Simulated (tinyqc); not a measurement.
Changing the anneal time t: kinetics of strain relaxation and threading dislocations in mismatched semiconductor layers. Computed by tinyqc, a small Python program. Command: `OMP_NUM_THREADS=1 python tinyqc.py 3030765 3030766 out.jsonl threading sweep`. One thread of a shared host (Intel(R) Xeon(R) Processor @ 2.30GHz), about 0.01 s of CPU time with the checks.

60-degree dislocations on {111} planes of a (001) layer, isotropic elasticity. The Schmid factor is 1/sqrt(6), and a misfit segment relieves strain with b/2.

Inputs (values chosen for the exercise, modelled on In(0.2)Ga(0.8)As on GaAs):
```
quantity                         value         unit
misfit f                        0.0142            -
shear modulus G                   45.7          GPa
Poisson ratio nu                  0.32            -
Burgers vector b                  4.05     angstrom
glide activation energy Q         1.32           eV
velocity prefactor v0            12000  m/s per MPa
layer thickness h                   67           nm
anneal temperature T               575            K
initial thread density rho_0   1.4e+07       1/cm^2
multiplication constant delta    59000          1/m
```

Sources: fixed density of threads.

Constants: k_B = 8.617333262e-05 eV/K.

Method:
- Excess resolved stress tau = (1/sqrt 6) [2 G (1 + nu)/(1 - nu)] (e - e_eq), e_eq = b (1 - nu/4) [ln(h/b) + 1]/(4 pi (1 + nu) h), the Matthews-Blakeslee strain of an uncapped layer; glide velocity v = v0 tau exp(-Q/(k_B T)), tau in MPa.
- Threads run in two directions, so de/dt = -(b/4) rho v, with rho fixed. With x = e - e_eq, x0 = f - e_eq (fully strained at t = 0) and v = m S x (m the mobility, S x = tau): x = x0 exp(-t/t_r), t_r = 4/(b rho_0 m S).
- The half time is that at which x = x0/2.

One run for each value:
```
anneal time t (s)  share of the excess strain relieved (%)  strain left e  thread density (1/cm^2)
1.0                                                  3.265       0.013803                 1.40e+07
1.8                                                  5.800       0.013495                 1.40e+07
3.2                                                 10.077       0.012975                 1.40e+07
5.7                                                 17.238       0.012105                 1.40e+07
10.0                                                28.247       0.010767                 1.40e+07
18.0                                                44.981       0.008734                 1.40e+07
31.0                                                64.264       0.006391                 1.40e+07
54.0                                                83.345       0.004072                 1.40e+07
95.0                                                95.730       0.002567                 1.40e+07
170.0                                               99.646       0.002091                 1.40e+07
```

What does the table show, and why?

Over the rows, share of the excess strain relieved (%) rises from 3.26 to 99.6 (exponent d ln y / d ln x 0.98 between the first rows and 0.069 between the last); strain left e falls from 0.0138 to 0.00209 (exponent d ln y / d ln x -0.038 between the first rows and -0.35 between the last); thread density (1/cm^2) does not change. The excess strain decays exponentially.

Caution (rows 1.80, 3.20, 5.70, 10.0, 18.0, 31.0, 54.0, 95.0, 170): blocking of threads by crossing misfit lines, left out here, leaves real layers with more strain.

Extremes, crossings and ranges named in words are read from the listed rows.
